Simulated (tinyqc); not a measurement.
From one set of inputs to another, one input at a time: charge control and current of a heterostructure field-effect transistor. Computed by tinyqc, a small Python program. Command: `OMP_NUM_THREADS=1 python tinyqc.py 3006084 3006085 out.jsonl hemt ladder`. One thread of a shared host (Intel(R) Xeon(R) Processor @ 2.30GHz), about 0.01 s of CPU time with the checks.

Two subbands in a triangular well; E_F is counted from the conduction band edge of the channel at the interface.

The inputs printed are set A. Inputs not listed in the table keep their values of set A, so the rows need not describe a real material.

Inputs (values chosen for the exercise, modelled on AlGaN/GaN):

| quantity | value | unit |
|---|---|---|
| channel mass m | 0.19 | m_0 |
| permittivity eps (barrier and channel) | 9.62 | - |
| barrier thickness d | 9.5 | nm |
| Schottky barrier phi_B | 1.3 | eV |
| conduction band offset dE_c | 0.48 | eV |
| polarisation charge sigma/e | 1.8e+13 | 1/cm^2 |
| gate voltage V_G | 0 | V |
| mobility mu | 2000 | cm^2/(V s) |
| saturation velocity v_s | 1.5 | 1e7 cm/s |
| gate length L | 45 | nm |
| source resistance R_S | 0 | ohm mm |
| temperature T | 400 | K |
| mixing | 0.3 | - |
| iteration cap | 200 | - |

Charge source: polarisation. Velocity law: two-piece.

Constants: e = 1.602176634e-19 C; eps_0 = 8.8541878128e-12 F/m; k_B = 8.617333262e-05 eV/K; hbar = 1.054571817e-34 J s; m_0 = 9.1093837015e-31 kg; k_B = 1.380649e-23 J/K.

Method:
- Threshold V_T = phi_B - dE_c - sigma d/(eps eps_0) (in volts); C_b = eps eps_0/d.
- Charge control: n_s = C_b (V_G - V_T - E_F/e)/e. Well: mean field F = e n_s/(2 eps eps_0), E_i = (hbar^2/2m)^(1/3) [(3 pi e F/2)(i + 3/4)]^(2/3), i = 0, 1; n_s = D k_B T sum_i ln(1 + exp((E_F - E_i)/k_B T)), D = m/(pi hbar^2), which is solved in closed form for E_F.
- Iteration from n_s = C_b (V_G - V_T)/(2e): E_F from n_s, n_out from the charge control, n_new = n_s + mixing (n_out - n_s), kept above n_s/10; stop when |n_out/n_s - 1| < 1e-9.
- C_g = e dn_s/dV_G = 1/(1/C_b + 1/C_q), 1/C_q = d(E_F/e)/d(e n_s) by a central difference of +/- 0.1 % in n_s; added distance dd = eps eps_0/C_q.
- With V = e n_s/C_g and V_c = v_s L/mu: for v = mu F up to v_s, I/W = C_g v_s V_c (sqrt(1 + (V/V_c)^2) - 1) and V_Dsat = V + V_c - sqrt(V^2 + V_c^2); g_m = dI/dV; extrinsic g_m/(1 + g_m R_S); f_T = g_m/(2 pi C_g L).

Each row keeps all changes above it:

| input moved | from | to | sheet density n_s (1/cm^2) | saturation current I/W (mA/mm) | gate capacitance C_g (microfarad/cm^2) |
|---|---|---|---|---|---|
| set A | - | - | 1.0981e+13 | 2600.6 | 0.76385 |
| Schottky barrier phi_B (eV) | 1.3 | 1.2 | 1.1458e+13 | 2715.2 | 0.76497 |
| polarisation charge sigma/e (1/cm^2) | 1.8e+13 | 1.9e+13 | 1.2312e+13 | 2920.4 | 0.76679 |
| channel mass m (m_0) | 0.19 | 0.2 | 1.2375e+13 | 2935.4 | 0.77016 |
| permittivity eps (barrier and channel) | 9.62 | 9.4 | 1.2481e+13 | 2961.7 | 0.75422 |
| conduction band offset dE_c (eV) | 0.48 | 0.53 | 1.2717e+13 | 3018.2 | 0.75467 |
| barrier thickness d (nm) | 9.5 | 28 | 1.6659e+13 | 3989.4 | 0.28268 |
| mobility mu (cm^2/(V s)) | 2000 | 2100 | 1.6659e+13 | 3990.1 | 0.28268 |

Which inputs carry the difference?

Sheet density n_s goes from 1.10e13 to 1.67e13, a factor 1.52 in all. The largest single move comes from barrier thickness d (a factor 1.31). Saturation current I/W goes from 2600 to 3990, a factor 1.53 in all. The largest single move comes from barrier thickness d (a factor 1.32). Gate capacitance C_g goes from 0.764 to 0.283, a factor 0.370 in all. The largest single move comes from barrier thickness d (a factor 0.375). The single moves hold for this order of the switches; the total does not depend on the order.

Caution (rows barrier thickness d, mobility mu): E_F lies above the conduction band minimum of the barrier, so electrons would spill into the barrier.

Extremes, crossings and ranges named in words are read from the listed rows.
